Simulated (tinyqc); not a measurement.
Field-effect mobility of a thin-film transistor with band-tail and deep states (multiple trapping). Changing the tail width E_t. Computed by tinyqc, a small Python program. Command: `OMP_NUM_THREADS=1 python tinyqc.py 3009908 3009909 out.jsonl tft sweep`. One thread of a shared host (Intel(R) Xeon(R) Processor @ 2.30GHz), about 0.1 s of CPU time with the checks.

A thick film in accumulation at small drain voltage. Only free electrons move; trapped ones still screen the gate. N_c and mu_0 are held fixed when T changes, leaving out the T^(3/2) growth of N_c. x = E_0 - psi is the distance of the Fermi level below the band edge.

Inputs (values chosen for the exercise, modelled on nanocrystalline ZnO):
```
quantity                                           value         unit
permittivity eps                                     8.5            -
effective density of states N_c                    4e+18       1/cm^3
band mobility mu_0                                    45   cm^2/(V s)
tail density at the edge g_t                     3.6e+20  1/(eV cm^3)
deep-state density g_d                           5.6e+15  1/(eV cm^3)
flat-band Fermi level below the edge, E_0           0.41           eV
equivalent oxide thickness t                          18           nm
surface band bending psi_s as a fraction of E_0     0.82            -
temperature T                                        350            K
```

Deep states: included.

Constants: k_B = 8.617333262e-05 eV/K; e = 1.602176634e-19 C; eps_0 = 8.8541878128e-12 F/m.

Method:
- F_j(eta) = int_0^infinity x^j/(1 + exp(x - eta)) dx, without a gamma-function factor.
- Integrals over x = E/(k_B T) use 160 Gauss-Legendre points in u = sqrt(x) from 0 to sqrt(max(eta, 0) + 32).
- Free n(x) = N_c (2/sqrt(pi)) F_1/2(-x/k_B T), with F_1/2 from its two-term series in exp(-x/k_B T) for x >= 12 k_B T; tail n_t(x) = int_0^1.2eV g_t exp(-E/E_t)/(1 + exp((x - E)/k_B T)) dE, E counted down from the edge, 120 Gauss-Legendre points; deep charge g_d psi; space charge rho(psi) = n + n_t + g_d psi less its value at psi = 0.
- Poisson: F(psi) = sqrt((2 e/(eps eps_0)) int_0^psi rho dpsi'); V_G - V_FB = psi_s + eps F(psi_s) t/3.9; free sheet density N_f = int (n - n(E_0))/F dpsi; induced sheet density N_i = eps eps_0 F(psi_s)/e; trapezoid rule on 301 even points in psi, the first interval left out of N_f.
- mu_eff = mu_0 N_f/N_i; field-effect mobility mu_FE = mu_0 e (dN_f/dV_G)/C_ox and swing S = dV_G/dlog10(N_f), by a central difference of +/- 2 mV in psi_s; C_ox = 3.9 eps_0/t.

One run for each value:
```
tail width E_t (meV)  effective mobility mu_eff (cm^2/(V s))  V_G - V_FB (V)  swing S (mV/decade)
12.0                                                  15.622          0.7620               1002.1
21.7                                                   7.115          0.9582               1252.2
31.4                                                   3.216          1.2196               1368.8
41.1                                                   1.596          1.5312               1411.8
50.9                                                   0.893          1.8778               1446.3
60.6                                                   0.560          2.2364               1483.6
70.3                                                   0.382          2.5980               1523.7
80.0                                                   0.279          2.9541               1565.2
```

What does the table show?

Over the rows, effective mobility mu_eff (cm^2/(V s)) falls from 15.6 to 0.279 (exponent d ln y / d ln x -1.3 between the first rows and -2.5 between the last); V_G - V_FB (V) rises from 0.762 to 2.95 (exponent d ln y / d ln x 0.39 between the first rows and 0.99 between the last); swing S (mV/decade) rises from 1000 to 1570 (exponent d ln y / d ln x 0.38 between the first rows and 0.21 between the last).
